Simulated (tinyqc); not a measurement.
What moves the results: six-band Luttinger-Kohn model with strain. A value that a table varies takes the place of the one given here.

Six-band Luttinger-Kohn model in the basis |3/2,3/2>, |3/2,1/2>, |3/2,-1/2>, |3/2,-3/2>, |1/2,1/2>, |1/2,-1/2>, electron energies, zero at the top of the unstrained valence band. H = -[rows: (P+Q, -S, R, 0, -S/r2, r2 R); (-S*, P-Q, 0, R, -r2 Q, r32 S); (R*, 0, P-Q, S, r32 S*, r2 Q); (0, R*, S*, P+Q, -r2 R*, -S*/r2); (-S*/r2, -r2 Q, r32 S, -r2 R, P+Dso, 0); (r2 R*, r32 S*, r2 Q, -S/r2, 0, P+Dso)], r2 = sqrt(2), r32 = sqrt(3/2). Levels are twofold.

P = c g1 k^2 - av tr(e); Q = c g2 (kx^2 + ky^2 - 2 kz^2) - (b/2)(exx + eyy - 2 ezz); R = c sqrt3 [-g2 (kx^2 - ky^2) + 2i g3 kx ky] + (sqrt3/2) b (exx - eyy) - i d exy; S = 2 c sqrt3 g3 (kx - i ky) kz - d (exz - i eyz); c = hbar^2/2m0, e the strain tensor (not engineering shear).

s11 = (C11 + C12)/((C11 - C12)(C11 + 2 C12)), s12 = -C12/((C11 - C12)(C11 + 2 C12)), s44 = 1/C44; exx = s11 sxx + s12 (syy + szz) and cyclic, exy = s44 sxy/2; tension is positive. A uniaxial stress X along the unit vector n is s_ij = X n_i n_j.

Constants: hbar^2/2m0 = 3.80998211 eV angstrom^2.

Inputs chosen for the exercise (near those of GaSb; shifted at random, so the results belong to these values and not to a real crystal):

| symbol | value | unit | meaning |
|---|---|---|---|
| Dso | 0.783 | eV | spin-orbit splitting |
| g1 | 13.34 |  | Luttinger gamma1 |
| g2 | 4.67 |  | gamma2 |
| g3 | 6.04 |  | gamma3 |
| av | 0.81 | eV | valence hydrostatic potential |
| b | -2.02 | eV | tetragonal shear potential |
| d | -4.58 | eV | trigonal shear potential |
| C11 | 88.6 | GPa |  |
| C12 | 39.6 | GPa |  |
| C44 | 44 | GPa |  |
| load | uniaxial [111] |  | kind of stress |
| X1 | 1.1 | GPa | size of the stress |
| E_h | 25 | meV | hole energy below the top |
| X | 1.97 | GPa | stress |

## Sweep of a uniaxial [111] stress

Edges at k = 0 and curvature masses of the top pair along [110] and [001] (step 0.0002 1/angstrom); at zero stress the top is fourfold and has no single curvature.

Edges and masses:

| X (GPa) | top (eV) | second (eV) | third (eV) | splitting (meV) | m [110] | m [001] |
|---|---|---|---|---|---|---|
| -1.50 | 0.0427 | -0.0523 | -0.7951 | 95.0 | 0.048 | 0.075 |
| -1.00 | 0.0274 | -0.0349 | -0.7900 | 62.3 | 0.049 | 0.075 |
| -0.50 | 0.0132 | -0.0174 | -0.7860 | 30.6 | 0.050 | 0.075 |
| 0.00 | 0.0000 | 0.0000 | -0.7830 | 0.0 | - | - |
| 0.50 | 0.0174 | -0.0120 | -0.7812 | 29.5 | 0.137 | 0.075 |
| 1.00 | 0.0349 | -0.0228 | -0.7806 | 57.7 | 0.137 | 0.075 |
| 1.50 | 0.0523 | -0.0324 | -0.7812 | 84.7 | 0.137 | 0.075 |

The splitting reaches 95.0 meV under compression and 84.7 meV under the same tension; linear shear terms alone would make the two equal, and the difference comes from the coupling to the split-off band. At the ends of the sweep the top pair has a mass along [110] of 0.048 under compression and 0.137 under tension, so compression gives the lighter holes along [110]; along [001] it has 0.075 and 0.075. The top edge itself moves by +43 and +52 meV.

## Which stress helps holes along [110]

Each load has size X1 (biaxial: sxx = syy); masses are curvatures of the top pair at k = 0.

Results:

| load | splitting (meV) | top edge (meV) | m [110] | m [001] |
|---|---|---|---|---|
| uniaxial [110], compression | 76.0 | 34.3 | 0.038 | 0.143 |
| uniaxial [110], tension | 69.8 | 42.0 | 0.433 | 0.051 |
| uniaxial [100], compression | 95.6 | 45.0 | 0.062 | 0.130 |
| uniaxial [100], tension | 85.2 | 50.7 | 0.091 | 0.056 |
| uniaxial [111], compression | 68.8 | 30.4 | 0.049 | 0.075 |
| uniaxial [111], tension | 63.2 | 38.4 | 0.137 | 0.075 |
| biaxial (001), compression | 85.2 | 34.7 | 0.056 | 0.250 |
| biaxial (001), tension | 95.6 | 60.9 | 0.130 | 0.041 |

The lightest mass along [110] (0.038) comes with uniaxial [110], compression. The largest splitting (95.6 meV) comes with uniaxial [100], compression; biaxial (001), tension. The heaviest mass along [001] (0.250), which lowers the confinement energy in a (001) channel, comes with biaxial (001), compression. The splitting per GPa follows b (s11 - s12) for loads along cube axes and d s44 for [111]: here 2 |b| (s11 - s12) = 82.4 and |d| s44/sqrt3 = 60.1 meV per GPa in the limit of large Dso; where the splitting nears Dso, mixing with the split-off band makes it depend on the sign of the load.

## Warping of the constant-energy contours (six-band Luttinger-Kohn model)

No strain (e = 0). In the plane kz = 0, |k| where the top and second pairs lie E_h below the top, against the angle from [100]; m = c k^2/E_h.

Contours:

| angle (degrees) | k top (1/angstrom) | k second (1/angstrom) | m top (m0) | m second (m0) |
|---|---|---|---|---|
| 0 | 0.0405 | 0.0171 | 0.250 | 0.045 |
| 9 | 0.0417 | 0.0170 | 0.265 | 0.044 |
| 18 | 0.0452 | 0.0168 | 0.312 | 0.043 |
| 27 | 0.0509 | 0.0166 | 0.395 | 0.042 |
| 36 | 0.0575 | 0.0164 | 0.504 | 0.041 |
| 45 | 0.0609 | 0.0164 | 0.565 | 0.041 |

The heavy contour reaches 1.503 times as far along [110] as along [100], the light one 0.958 times. The warping follows g3 - g2 = 1.37 and would vanish for g2 = g3. Along [100] the heavy mass is 1/(g1 - 2 g2) = 0.250 at any energy, while the light one is 0.0446, against 1/(g1 + 2 g2) = 0.0441 at the edge, for E_h/Dso = 0.03.

## What each parameter does

Edges at k = 0 under a uniaxial [111] stress X and the curvature mass of the top pair along [110] (step 0.0002 1/angstrom). Each row changes one parameter from the base and keeps the others.

Results:

| case | top (eV) | second (eV) | third (eV) | mass (m0) |
|---|---|---|---|---|
| base | 0.0687 | -0.0401 | -0.7830 | 0.137 |
| av = 0.648 eV | 0.0668 | -0.0420 | -0.7849 | 0.137 |
| X = 2.364 GPa | 0.0824 | -0.0457 | -0.7855 | 0.137 |
| g2 = 3.736 | 0.0687 | -0.0401 | -0.7830 | 0.137 |
| C44 = 35.2 GPa | 0.0835 | -0.0494 | -0.7886 | 0.137 |
| d = -5.496 eV | 0.0805 | -0.0476 | -0.7874 | 0.137 |
| C12 = 47.52 GPa | 0.0679 | -0.0409 | -0.7839 | 0.137 |
| g3 = 4.832 | 0.0687 | -0.0401 | -0.7830 | 0.118 |

The largest shifts from the base row, up to three for each result and ties (the steps differ in size, so this ranks the rows, not the parameters). top (eV): C44 +0.0148, X +0.0137, d +0.0118; unchanged at the printed digits by g2 and g3. second (eV): C44 -0.0092, d -0.0075, X -0.0056; unchanged at the printed digits by g2 and g3. third (eV): C44 -0.0056, d -0.0043, X -0.0024; unchanged at the printed digits by g2 and g3. mass (m0): g3 -0.019; unchanged at the printed digits by av, X, g2, C44, d and C12. The Luttinger parameters multiply k^2 and cannot move the edges; av shifts all edges alike and leaves the mass.

Program tinyqc; command `OMP_NUM_THREADS=1 python tinyqc.py 1050333 1050334 out.jsonl`; about 0.05 s on one thread of a shared Intel(R) Xeon(R) Processor @ 2.30GHz.
